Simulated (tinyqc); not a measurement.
Gas flow in a process chamber: flow regimes, conductance, effective pumping speed, pump-down, outgassing and purge: one step, computed by the program tinyqc. Command: `OMP_NUM_THREADS=1 python tinyqc.py 3121328 3121329 out.jsonl pump walk`. One thread of a shared host (Intel(R) Xeon(R) Processor @ 2.30GHz), about 0.08 s of CPU time with the checks.

Ideal gas, isothermal flow, a pump of constant speed at the end of a round pipe; process gas, volume gas and outgassing are given the same properties. 1 sccm = 101325 Pa x 1e-6 m^3/60 s x T/273.15 K.

Task: Time to base pressure. From the outgassing limit: t = 1 h x (q_1 A/(S_eff p_target))^(1/n) - 10 s; monolayer time at the target = 1e19 m^-2 x 4 k_B T/(p c) for unit sticking.

Inputs (values chosen for the exercise, modelled on nitrogen near room temperature): temperature T = 293 K; wall area = 0.39 m^2; outgassing rate after 1 h = 7.4e-06 Pa m^3/(s m^2); outgassing exponent n = 0.83; target base pressure = 8e-05 Pa.

S_eff in molecular flow = 200.6662 L/s

mean speed c = 470.6135 m/s

Constants: k_B = 1.380649e-23 J/K.

Give: time to the target; monolayer time.

Result:

time to the target = 0.12372 h

monolayer time = 4.2979 s
